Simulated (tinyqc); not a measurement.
From results back to parameters: buckled dimers of a reconstructed (001) surface, two dangling bonds a dimer. Four cases, with inputs chosen for the exercise.

Problem. With tp the pi coupling of the two dangling bonds, gm their shift per height and kf the force constant (elastic energy kf z^2), an isolated buckled dimer has gap 2 gm^2/kf, buckling z with (gm z)^2 + tp^2 = (gm^2/kf)^2, and charge gm z/(gm^2/kf) moved to the up atom. The values come from hidden parameters.

Find: tp; gm; kf.

Method. With x half the gap and c the charge: tp = x sqrt(1 - c^2), gm = x c/z, kf = gm^2/x.

Case 1.

gap = 0.819985 eV
z = 0.157421 angstrom
charge moved = 0.909985 e

Solution.

tp = 0.17 eV
gm = 2.37 eV/angstrom
kf = 13.7 eV/angstrom^2

Case 2.

gap = 0.859689 eV
z = 0.181455 angstrom
charge moved = 0.966702 e

Solution.

tp = 0.11 eV
gm = 2.29 eV/angstrom
kf = 12.2 eV/angstrom^2

Case 3.

gap = 1.040167 eV
z = 0.210119 angstrom
charge moved = 0.957505 e

Solution.

tp = 0.15 eV
gm = 2.37 eV/angstrom
kf = 10.8 eV/angstrom^2

Case 4.

gap = 1.109728 eV
z = 0.247574 angstrom
charge moved = 0.945919 e

Solution.

tp = 0.18 eV
gm = 2.12 eV/angstrom
kf = 8.1 eV/angstrom^2

Computed by tinyqc, one run a case: `OMP_NUM_THREADS=1 python tinyqc.py N N+1 out.jsonl` with N = 1450859, 1450993, 1451006, 1451031; one thread of a shared Intel(R) Xeon(R) Processor @ 2.30GHz, about 0.03 s a run at most.
